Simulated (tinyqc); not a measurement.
Stretching all distances: RHF, UHF, MP2, CISD and CCSD against full CI in the 3-21g basis, for H2, spin multiplicity 1. Computed by the program tinyqc with PySCF. All coordinates are multiplied by the scale. c0^2 is the weight of the RHF determinant in the lowest singlet FCI state (UHF is spin-contaminated and may lie near states of higher spin) and n(LUMO) the first natural occupation beyond the occupied space.

Geometry (angstrom):

| atom | x | y | z |
|---|---|---|---|
| H | 0.0000 | 0.0000 | 0.0000 |
| H | 0.0000 | 0.0000 | 0.6710 |

Full CI energy (hartree) and errors against it (kcal/mol):

| scale | distance 1-2 (angstrom) | E(FCI) | RHF | UHF | MP2 | CISD | CCSD | <S^2> UHF | c0^2 | n(LUMO) |
|---|---|---|---|---|---|---|---|---|---|---|
| 0.9900 | 0.6643 | -1.142058 | 14.6737 | 14.6737 | 4.2484 | 0.0000 | 0.0000 | 0.0000 | 0.9879 | 0.0186 |
| 1.2500 | 0.8387 | -1.143600 | 17.0167 | 17.0167 | 5.5438 | 0.0000 | 0.0000 | 0.0000 | 0.9815 | 0.0330 |
| 1.5100 | 1.0132 | -1.121252 | 20.2858 | 20.2858 | 7.5130 | 0.0000 | 0.0000 | 0.0000 | 0.9704 | 0.0562 |
| 1.7700 | 1.1877 | -1.093890 | 24.8142 | 24.8120 | 10.3198 | 0.0000 | 0.0000 | 0.0096 | 0.9529 | 0.0916 |
| 2.0400 | 1.3688 | -1.067220 | 31.0376 | 25.3346 | 14.2028 | 0.0000 | 0.0000 | 0.4201 | 0.9260 | 0.1451 |
| 2.3000 | 1.5433 | -1.045506 | 38.5657 | 21.0029 | 18.8806 | 0.0000 | 0.0000 | 0.6534 | 0.8904 | 0.2154 |
| 2.5600 | 1.7178 | -1.028416 | 47.5143 | 15.5504 | 24.3421 | 0.0000 | 0.0000 | 0.7930 | 0.8459 | 0.3031 |
| 2.8200 | 1.8922 | -1.015859 | 57.5943 | 10.6654 | 30.2508 | 0.0000 | 0.0000 | 0.8766 | 0.7955 | 0.4023 |

What does the comparison show, and why?

UHF parts from RHF first at scale 2.04 of those listed, where <S^2> leaves zero. The weight c0^2 goes from 0.99 to 0.80 and n(LUMO) from 0.02 to 0.40: static correlation grows as the bonds break into open-shell fragments. The spread of the error along the curve, which distorts its shape, is CISD 0.0, CCSD 0.0, UHF 14.7, MP2 26.0, RHF 42.9 kcal/mol. With two electrons CISD and CCSD are exact.
